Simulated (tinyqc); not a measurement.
From results back to parameters: Shockley-Read-Hall recombination through one deep level. Two cases, with inputs chosen for the exercise.

Problem. Deep-level transient spectroscopy: the emission rate is en = gam sigma T^2 exp(-dE/kB T), dE = Ec - Et. Two rates were computed from hidden dE and sigma.

Constants: kB = 8.617333262e-05 eV/K.

Find: ln(en/T^2) at T1 and T2; dE; sigma.

Method. ln(en/T^2) against 1/T is a line of slope -dE/kB and intercept ln(gam sigma); plotting ln en alone would overstate dE by about 2 kB T.

Case 1.

Values chosen (out of a larger set: gap and densities of states near those of Si at this temperature; not measured data): gam = 5.2e+21 1/(cm^2 s K^2) (vth Nc/T^2, which does not depend on T); T1 = 195 K; T2 = 225 K.

en(T1) = 7.51911 1/s
en(T2) = 245.020 1/s

Solution.

ln(en/T^2) at T1 and T2: -8.5286  -5.3309

dE = 0.403 eV
sigma = 9.9e-16 cm^2

Case 2.

Values chosen (out of a larger set: gap and densities of states near those of Si at this temperature; not measured data): gam = 5.6e+21 1/(cm^2 s K^2) (vth Nc/T^2, which does not depend on T); T1 = 312 K; T2 = 372 K.

en(T1) = 6.00749 1/s
en(T2) = 411.644 1/s

Solution.

ln(en/T^2) at T1 and T2: -9.6930  -5.8176

dE = 0.646 eV
sigma = 3.0e-16 cm^2

Computed by tinyqc, one run a case: `OMP_NUM_THREADS=1 python tinyqc.py N N+1 out.jsonl` with N = 1650056, 1650110; one thread of a shared Intel(R) Xeon(R) Processor @ 2.30GHz, about 0.01 s a run at most.
